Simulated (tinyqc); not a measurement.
Coverage along the feature as the dose grows: atomic layer deposition: Langmuir saturation, growth per cycle and coating of deep features. Computed by tinyqc, a small Python program. Command: `OMP_NUM_THREADS=1 python tinyqc.py 3026253 3026254 out.jsonl ald walk`. One thread of a shared host (Intel(R) Xeon(R) Processor @ 2.30GHz), about 0.01 s of CPU time with the checks.

Precursor A sticks only on free sites, so a long enough pulse saturates; co-reactant B then frees the sites again.

Inputs (values chosen for the exercise, modelled on hafnium oxide from an amide and water):
```
quantity                                   value    unit
precursor mass M                             411       u
site density q                               2.8  1/nm^2
sticking probability beta on free sites  0.00071       -
precursor pressure p                           5      Pa
temperature T                                150       C
pulse time t                                0.15       s
desorption energy E_d                       1.43      eV
aspect ratio a                                42       -
```

Feature: round hole.

Constants: u = 1.6605390666e-27 kg; k_B = 1.380649e-23 J/K; k_B = 8.617333262e-05 eV/K.

Method:
- Wall flux F = p/sqrt(2 pi M k_B T); rate of filling k_a = beta F/q; desorption k_d = 1e13 exp(-E_d/(k_B T)) per second. 1/m^2 = 1e-18/nm^2.
- Temperatures in kelvin are T(C) + 273.15.
- Diffusion-limited filling (Gordon) of a round hole of diameter w: a saturation front at depth z needs dz/dt = D_K n/(z (4q/w)), with Knudsen D_K = w c/3 and F = n c/4; including the entrance and floor terms, t = (q/F)(1 + 19a/4 + 3a^2/2). Reaction-limited filling needs ln(100)/k_a at any depth, k_a = beta F/q. Flow is molecular. The front picture holds when the modulus a sqrt(beta) is well above 1.
- Depth reached by the given pulse: solve the same formula for a. Exposure = p x diffusion-limited time; 1 langmuir = 1.33322e-4 Pa s.
- Continuum model with steady gas transport: d2n/dz2 = 3 beta (1 - th) n/d_h^2 (d_h the hydraulic diameter, n = 1 at the mouth, no flux at the floor, 60 cells), d th/dt = beta F n (1 - th)/q; no desorption. Times are multiples of the larger of the Gordon time and ln(100)/k_a.

diffusion-limited time = 0.252304 s

time to 99 % without desorption, ln(100)/k_a = 0.574910 s

flux F = 31589.7 1/(nm^2 s)

modulus = 1.11912

Coverage:
```
multiple    t (s)  top cell  quarter depth  half depth  three quarters  floor cell
0.05      0.02875     0.203          0.138       0.096           0.073       0.066
0.10      0.05749     0.365          0.262       0.188           0.146       0.132
0.20      0.11498     0.597          0.465       0.357           0.289       0.266
0.40      0.22996     0.838          0.735       0.628           0.550       0.521
0.60      0.34495     0.935          0.878       0.808           0.751       0.728
0.80      0.45993     0.974          0.947       0.911           0.879       0.866
1.00      0.57491     0.990          0.978       0.962           0.946       0.940
1.30      0.74738     0.997          0.994       0.990           0.986       0.984
```

What does the comparison show, and why?

At a multiple of 0.2 the coverage is 0.60 at the top and 0.27 at the floor. The coverage falls gradually with depth, without a sharp front. In the last row the floor reaches 0.984. Caution: the modulus is not well above 1 or the Gordon time is under three times ln(100)/k_a, so there is no sharp front: the Gordon time is only a lower bound and the reaction time must be met as well.
